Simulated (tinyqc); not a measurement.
One level coupled to a phonon between two leads, self-consistent Born approximation: two steps of the calculation.

Wide-band leads with mu_L = +V/2 and mu_R = -V/2; phonons in equilibrium, Nq = 1/(exp(w0/kB T) - 1). Scattering links only energies that differ by w0, so a ladder E_k = E1 + k w0 closes on itself; terms that reach past its ends are dropped. Gn and Gp are the electron and hole parts of the spectral function A = Gn + Gp.

Parameters, values chosen for the exercise:
- T = 150 K (temperature of leads and phonons)
- w0 = 50 meV (phonon energy)
- ed = 0 meV (level)
- GL = 36 meV (coupling to the left lead)
- GR = 15 meV (coupling to the right lead)
- M = 8.3 meV (electron-phonon matrix element)
- V = 89 mV (bias)

Constants: q = 1.602176634e-19 C, kB = 1.380649e-23 J/K, Vt = kB T/q. Results are converted to the units shown.

Problem 1. Scattering functions. Sin(E) = M^2 [(Nq + 1) Gn(E + w0) + Nq Gn(E - w0)], Sout(E) = M^2 [(Nq + 1) Gp(E - w0) + Nq Gp(E + w0)]. Nq = 1/(exp(w0/kB T) - 1).

```
rung    Gn (1/meV)    Gp (1/meV)
0     0.0072592157  1.4147357e-4
1      0.026389088  0.0078104094
2      0.028468098   0.018267297
3     7.2170113e-4  0.0082394234
4     6.3181739e-6  0.0033289226
```

Wanted: Sin; Sout.

Solution 1.

```
rung  Sin (meV)  Sout (meV)
0         1.857     0.01148
1         2.014     0.03681
2       0.08958      0.5617
3       0.04230       1.290
4      0.001061      0.5797
```

Problem 2. Green functions. |G|^2 = 1/[(E - ed)^2 + (GL + GR + Sin + Sout)^2/4], Gn = |G|^2 (GL fL + GR fR + Sin), Gp = |G|^2 (GL (1 - fL) + GR (1 - fR) + Sout), f = 1/(1 + exp((E - mu)/kB T)). On a single ladder the real part of the phonon self-energy, which needs all energies, is left out.

```
rung  E (meV)     Sin (meV)   Sout (meV)
0         -79     1.8843544  0.011122010
1         -29     1.9894903  0.037199297
2          21   0.090370080   0.54461502
3          71   0.041792724    1.3065178
4         121  0.0010655894   0.59209744
```

Find: Gn after iteration 2; Gp after iteration 2.

Solution 2.

```
rung  Gn after iteration 2 (1/meV)  Gp after iteration 2 (1/meV)
0                         0.007479                      1.421e-4
1                          0.02678                      0.007568
2                          0.02813                       0.01849
3                         7.246e-4                      0.008417
4                         6.382e-6                      0.003364
```

Range of the model: The self-consistent Born approximation keeps only non-crossing phonon lines and no Hartree shift; it is rough once the coupling nears the phonon energy.

Computed by the program tinyqc: `OMP_NUM_THREADS=1 python tinyqc.py 2720001 2720002 out.jsonl`, one thread of a shared Intel Xeon 2.30GHz, about 0.04 s for the whole run.
